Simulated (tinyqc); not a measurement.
Worked calculation: G0W0 on RHF in the 6-311g basis, for H2, spin multiplicity 1. One step of it, computed by the program tinyqc.

Problem. Iteration 6 (converged): orbitals. Diagonalise F' = X^T F X, C = X C', fill 1 alpha and 1 beta electrons from the bottom; D = 2 C_occ C_occ^T. Each column has its largest component positive (the first on a tie).

converged F (hartree), lower triangle:
```
,1H 1s,1H 2s,1H 3s,2H 1s,2H 2s,2H 3s
1H 1s,0.676575
1H 2s,-0.356493,-0.287330
1H 3s,-0.420466,-0.354923,-0.259334
2H 1s,-0.359696,-0.405415,-0.373589,0.676575
2H 2s,-0.405415,-0.424845,-0.375170,-0.356493,-0.287330
2H 3s,-0.373589,-0.375170,-0.284028,-0.420466,-0.354923,-0.259334
```

X, lower triangle:
```
,1H 1s,1H 2s,1H 3s,2H 1s,2H 2s,2H 3s
1H 1s,1.376406
1H 2s,-0.754437,2.211688
1H 3s,0.213000,-1.059648,2.358664
2H 1s,0.045909,-0.003092,-0.043130,1.376406
2H 2s,-0.003092,-0.395594,0.273223,-0.754437,2.211688
2H 3s,-0.043130,0.273223,-1.166131,0.213000,-1.059648,2.358664
```

Give: F' = X^T F X; orbital energies; coefficients C; D after iteration 6.

Solution.

F' = X^T F X (hartree), lower triangle:
```
,1,2,3,4,5,6
1,1.719
2,-1.177,0.935
3,0.007,-0.381,0.179
4,-0.057,-0.187,-0.127,1.719
5,-0.187,-0.202,-0.031,-1.177,0.935
6,-0.127,-0.031,-0.132,0.007,-0.381,0.179
```

orbital energies (hartree): MO1 -0.531, MO2 0.126, MO3 0.327, MO4 0.556, MO5 2.542, MO6 2.647

coefficients C:
```
,MO1,MO2,MO3,MO4,MO5,MO6
1H 1s,0.162,0.103,-0.045,-0.098,-1.086,-1.133
1H 2s,0.307,0.070,-0.817,-1.360,1.648,1.218
1H 3s,0.165,1.577,0.887,1.881,-1.053,-0.471
2H 1s,0.162,-0.103,-0.045,0.098,1.086,-1.133
2H 2s,0.307,-0.070,-0.817,1.360,-1.648,1.218
2H 3s,0.165,-1.577,0.887,-1.881,1.053,-0.471
```

D after iteration 6, lower triangle:
```
,1H 1s,1H 2s,1H 3s,2H 1s,2H 2s,2H 3s
1H 1s,0.053
1H 2s,0.099,0.188
1H 3s,0.053,0.101,0.054
2H 1s,0.053,0.099,0.053,0.053
2H 2s,0.099,0.188,0.101,0.099,0.188
2H 3s,0.053,0.101,0.054,0.053,0.101,0.054
```
